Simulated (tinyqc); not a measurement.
Collinear exchange A + BC -> AB + C on a London-Eyring-Polanyi-Sato surface: saddle, string of images and rate: one step, computed by the program tinyqc.

x = r(AB), y = r(BC), r(AC) = x + y. V is counted from separated atoms, the barrier from A + BC, that is V + D(BC).

Question. Transition-state rate. One-dimensional rate constant without tunnelling, k = sqrt(k_B T/(2 pi mu)) [sinh(h nu_BC/(2 k_B T))/sinh(h nu_s/(2 k_B T))] exp(-barrier/(k_B T)) with mu = m_A (m_B + m_C)/(m_A + m_B + m_C); Wigner factor 1 + (h nu_i/(k_B T))^2/24; adiabatic barrier = barrier + h (nu_s - nu_BC)/2.

Inputs (values chosen for the exercise, bond data loosely for abstraction of hydrogen from a Si-H bond by a hydrogen atom; the barrier is not fitted):
```
quantity       value  unit
mass of A      1.008     u
mass of B      1.008     u
mass of C      28.09     u
temperature T    500     K
```

barrier = 0.5299004 eV

real frequency at the saddle = 31.65502 THz

nu_BC = 67.87816 THz

imaginary frequency = 65.91799 THz

Constants: h x 1 THz = 4.135667696 meV; k_B = 1.380649e-23 J/K; u = 1.6605390666e-27 kg; k_B = 8.617333262e-05 eV/K.

Give: adiabatic barrier; rate constant k; Wigner factor.

Answer.

adiabatic barrier = 0.45500 eV

rate constant k = 2.2412 cm/s

Wigner factor = 2.6680

Caution: the Wigner factor exceeds 2 at T: tunnelling, left out of k, is large and needs a better treatment than this factor.
